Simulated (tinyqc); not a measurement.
Gate sweep: ballistic transport through the one-dimensional subbands of a rectangular nanowire or nanosheet channel. Computed by tinyqc, a small Python program. Command: `OMP_NUM_THREADS=1 python tinyqc.py 3028644 3028645 out.jsonl wire walk`. One thread of a shared host (Intel(R) Xeon(R) Processor @ 2.30GHz), about 0.01 s of CPU time with the checks.

Hard walls, parabolic subbands, transport along x. Energies are counted from the bulk conduction band edge at the top of the barrier, which the gate pulls down by U; the source Fermi level lies at the bulk edge when U = 0.

Inputs (values chosen for the exercise, modelled on GaN):
```
quantity                      value  unit
mass m                         0.19   m_0
height a                        3.1    nm
width b                         5.8    nm
equivalent oxide thickness t    1.5    nm
drain voltage V_D              0.54     V
temperature T                   300     K
```

Valleys: single isotropic valley.

Constants: hbar^2/(2 m_0) = 3.80998212 eV angstrom^2; k_B = 8.617333262e-05 eV/K; m_0 = 9.1093837015e-31 kg; k_B = 1.380649e-23 J/K; hbar = 1.054571817e-34 J s; eps_0 = 8.8541878128e-12 F/m; e = 1.602176634e-19 C; h = 6.62607015e-34 J s.

Method:
- E_pq = (hbar^2 pi^2/2)(p^2/(m_y b^2) + q^2/(m_z a^2)); m_x = m_y = m_z = m, degeneracy g = 1; the 10 lowest subbands are kept.
- F_j(eta) = (1/Gamma(j + 1)) int_0^infinity x^j/(1 + exp(x - eta)) dx, F_0 = ln(1 + exp(eta)). Integrals over x = E/(k_B T) use 160 Gauss-Legendre points in u = sqrt(x) from 0 to sqrt(max(eta, 0) + 32).
- With degeneracy g = 1, eta_i = (U - E_i)/(k_B T) and u = e V_D/(k_B T): line density n = sum_i g sqrt(2 m_x k_B T/pi)/(2 hbar) [F_-1/2(eta_i) + F_-1/2(eta_i - u)]; gate: e n = C_ox (V_G - U/e), C_ox = 3.9 eps_0 2 (a + b)/t (flat-plate estimate); I = (2 e k_B T/h) sum_i g [F_0(eta_i) - F_0(eta_i - u)].
- Open modes are sum_i g/(1 + exp(-eta_i)). The last column is e dn/dV_G over C_ox, taken up to the next row.

Subbands:
```
valley axis  p  q  E (meV)  m_x (m_0)
-            1  1   264.77       0.19
-            2  1   441.27       0.19
-            3  1   735.43       0.19
-            1  2   882.60       0.19
-            2  2  1059.10       0.19
-            4  1  1147.25       0.19
-            3  2  1353.26       0.19
-            5  1  1676.74       0.19
-            4  2  1765.08       0.19
-            1  3  1912.31       0.19
```

Against the gate voltage:
```
V_G (V)  U (meV)    n (1/nm)  I (microampere)  open modes    C_g/C_ox
-0.035    -35.00  9.3332e-07       1.8457e-05  9.2145e-06  1.7082e-04
0.065      64.98  4.4621e-05       8.8249e-04  4.4048e-04  1.1854e-02
0.180     178.62  3.5311e-03       7.0338e-02  3.4508e-02  2.3672e-01
0.310     277.85  8.2239e-02       1.9617e+00  6.2557e-01  3.9660e-01
0.410     338.18  1.8367e-01       5.8385e+00  9.6299e-01  3.7693e-01
0.540     419.18  3.0900e-01       1.2679e+01  1.2960e+00  4.8391e-01
0.680     491.44  4.8227e-01       2.1718e+01  1.8743e+00  4.3682e-01
0.840     581.55  6.6102e-01       3.5426e+01  1.9982e+00  3.7913e-01
1.000     680.88  8.1617e-01       5.1020e+01  2.1084e+00  5.1806e-01
1.200     777.27  1.0812e+00       6.8786e+01  2.8513e+00           -
```

What does the comparison show, and why?

Between the first two rows the current rises one decade per 60 mV, against the limit ln(10) k_B T/e = 60 mV. Above threshold C_g/C_ox lies between 0.38 and 0.52: the quantum capacitance in series costs much, since the density of states of these subbands is small. It dips where a subband has filled past its van Hove peak and recovers when the next one opens or the drain starts to fill the band.

Extremes, crossings and ranges named in words are read from the listed rows.
